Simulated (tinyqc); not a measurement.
Surface potential of a MOS transistor: implicit equation and explicit approximations: one step of the calculation.

p-type body, charge-sheet picture, depletion and inversion only, full ionisation (an idealisation for deep acceptors), Boltzmann statistics (rough once Na exp(x - xn) passes about Nc/7). In units of Vt: xg = (Vg - Vfb)/Vt, x = psi/Vt, G = gamma/sqrt(Vt), xn = (2 phiF + Vc)/Vt. The implicit equation is (xg - x)^2 = G^2 [x - 1 + exp(x - xn)] for x above about 3. Cox = eps0 eox/tox.

Problem. Potential, charges and gate control. psi = Vt x; N_dep = Cox Vt G sqrt(x - 1)/q; N_inv = (Cox Vt G/q) [sqrt(x - 1 + exp(x - xn)) - sqrt(x - 1)]; dpsi/dVg = 1/[1 + G^2 (1 + exp(x - xn))/(2 (xg - x))].

Parameters, values chosen for the exercise; band and dielectric values close to those of silicon: temperature T = 250 K; relative permittivity of the gate insulator (close to silicon dioxide) eox = 3.9; insulator thickness tox = 4 nm; channel-body voltage Vc = 0 V.

Constants: q = 1.602176634e-19 C, kB = 1.380649e-23 J/K, Vt = kB T/q, eps0 = 8.8541878128e-14 F/cm where lengths are in cm. Results are converted to the units shown.

converged x = 29.542570
G = 1.7685665
xn = 43.043689
xg = 38.991181

Wanted: psi; N_dep; N_inv; dpsi/dVg.

Solution.

psi = 0.6364 V
N_dep = 1.097e12 cm^-2
N_inv = 2.631e4 cm^-2
dpsi/dVg = 0.8580

psi lies 14 Vt below 2 phiF + Vc.

Computed by the program tinyqc: `OMP_NUM_THREADS=1 python tinyqc.py 2122134 2122135 out.jsonl`, one thread of a shared Intel Xeon 2.30GHz, about 0.01 s for the whole run.
